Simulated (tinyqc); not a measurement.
Out-diffusion of a doped substrate or buried layer into a growing epitaxial film: one step, computed by the program tinyqc.

x is counted from the original substrate surface into the film, whose surface moves as x = v t. Substrate dopant has one diffusivity; the dopant of the film is taken as uniform.

Task: Moving boundary against the simple erfc. For a surface that grows from dopant-free material and loses none by evaporation, with u = x/l and s = G - u: C/C_s = (1/2) [erfc(u) + (1 + 4 G (G + s)) exp(4 G s) erfc(G + s) - (4G/sqrt(pi)) exp(-u^2)]; for large G it tends to (1/2) erfc(u). Early in the growth G = sqrt(v x_s/(4 D)) for the thickness x_s reached so far; rows give C at the interface (u = 0) and at the surface (u = G).

Inputs (values chosen for the exercise, modelled on boron in silicon): substrate concentration C_s = 1.2e+19 1/cm^3; growth rate v = 0.81 um/min; growth temperature T = 950 C.

Film doping: opposite type.

diffusivity D = 3.694847e-15 cm^2/s

Give: The first stage of growth.

Result:

The first stage of growth:

| G | C/C_s at the interface | C at the surface (1/cm^3) | simple erfc there (1/cm^3) | ratio | thickness x_s (nm) |
|---|---|---|---|---|---|
| 0.10 | 0.8240 | 9.523e+18 | 5.325e+18 | 1.788 | 1.095e-03 |
| 0.25 | 0.6797 | 6.590e+18 | 4.342e+18 | 1.518 | 6.842e-03 |
| 0.50 | 0.5772 | 3.358e+18 | 2.877e+18 | 1.167 | 2.737e-02 |
| 0.75 | 0.5381 | 1.579e+18 | 1.733e+18 | 0.911 | 6.158e-02 |
| 1.00 | 0.5209 | 6.815e+17 | 9.438e+17 | 0.722 | 1.095e-01 |
| 1.50 | 0.5079 | 9.632e+16 | 2.034e+17 | 0.474 | 2.463e-01 |
| 2.00 | 0.5037 | 9.188e+15 | 2.807e+16 | 0.327 | 4.379e-01 |
| 2.50 | 0.5020 | 5.777e+14 | 2.442e+15 | 0.237 | 6.842e-01 |
| 3.00 | 0.5012 | 2.352e+13 | 1.325e+14 | 0.177 | 9.853e-01 |

Caution: rows with a thickness or a length l = x_s/G below about 1 nm are formal for a continuum model.
